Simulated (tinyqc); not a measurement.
Shockley state of an s-p chain by decimation, step by step. Values are carried at full precision from step to step, so a last printed digit may differ when a step is redone from the rounded ones.

Each site has s at -d/2 and p at +d/2: H0 = diag(-d/2, d/2). The block to the next site on the right is H1 = [[-ts, u], [-u, tp]] (rows s, p of site n; columns s, p of site n + 1). Bulk: H(k) = [[-d/2 - 2 ts cos k, 2i u sin k], [-2i u sin k, d/2 + 2 tp cos k]]. The bands are inverted at k = pi if d < 2 (ts + tp).

Parameters, chosen for this exercise:
- d = 1.45 eV (Ep - Es)
- ts = 0.79 eV (s-s hopping)
- tp = 1.53 eV (p-p hopping)
- u = 0.53 eV (s-p hopping)
- E = -0.48 eV (energy)
- eta = 0.05 eV (broadening)

## Bulk bands

Levels and s weight of the lower band at k = j pi/6.

Bands:
```
k/pi   lower (eV)  upper (eV)  s weight, lower
0.000     -2.3050      3.7850            1.000
0.167     -2.1442      3.4259            0.991
0.333     -1.7266      2.4666            0.950
0.500     -1.2842      1.2842            0.782
0.667     -1.3858      0.6458            0.286
0.833     -2.0301      0.7484            0.038
1.000     -2.3350      0.8550            0.000
```

The lower band is s-like at k = 0 and p-like at pi: the bands are inverted, and the gap is a hybridisation gap that can hold a Shockley state.

## First round of decimation

Decimation (Sancho-Rubio) at z = E + i eta: start with es = e = H0, A = H1, B = H1^T. Each round forms g = (z - e)^-1 and sets es += A g B, e += A g B + B g A, A = A g A, B = B g B, doubling the length covered. Stop when all |A| < 1e-10. Surface G = (z - es)^-1, bulk G = (z - e)^-1; densities -Im tr G/pi.

Carry out one round.

g (1/eV), rows s, p and columns alike:
$$\begin{pmatrix}
3.9184-0.7997i & 0.0000 \\
0.0000 & -0.8284-0.0344i
\end{pmatrix}$$

es (eV), rows s, p and columns alike:
$$\begin{pmatrix}
1.4878-0.5087i & 0.9689-0.3627i \\
0.9689-0.3627i & -0.1136-0.3051i
\end{pmatrix}$$

e (eV), rows s, p and columns alike:
$$\begin{pmatrix}
3.7006-1.0175i & 0.0000 \\
0.0000 & -0.9523-0.6102i
\end{pmatrix}$$

A (eV), rows s, p and columns alike:
$$\begin{pmatrix}
2.6782-0.4894i & -2.3124+0.3070i \\
2.3124-0.3070i & -3.0400+0.1442i
\end{pmatrix}$$

## Course of the decimation

All rounds.

Rounds:
```
round  sites covered  largest |A| (eV)  surface density (1/eV)
1                  2              3.04                 1.91215
2                  4              12.1                 0.21959
3                  8             0.558                 0.20894
4                 16            0.0129                 0.20520
5                 32          2.45e-06                 0.20520
6                 64          3.51e-13                 0.20520
```

surface G (1/eV), rows s, p and columns alike:
$$\begin{pmatrix}
-1.7371-0.4222i & 1.5369+0.2813i \\
1.5369+0.2813i & -1.1447-0.2225i
\end{pmatrix}$$

densities (1/eV): surface 0.20520, bulk 0.01793

Converged in 6 rounds. E lies inside the bulk gap (-1.219 to 0.634 eV); once |A| is small it falls roughly as its square in each round, up to a factor. The surface density is 11 times the bulk one, owing to the broadened Shockley level, which peaks near -0.23 eV.

## Checks

- Surface G against the Dyson relation G = (z - H0 - H1 G H1^T)^-1: they agree to 1e-10 or better.

Run: tinyqc, `OMP_NUM_THREADS=1 python tinyqc.py 1481772 1481773 out.jsonl`; Intel(R) Xeon(R) Processor @ 2.30GHz, one thread, shared host; about 0.3 s of CPU time with all checks.
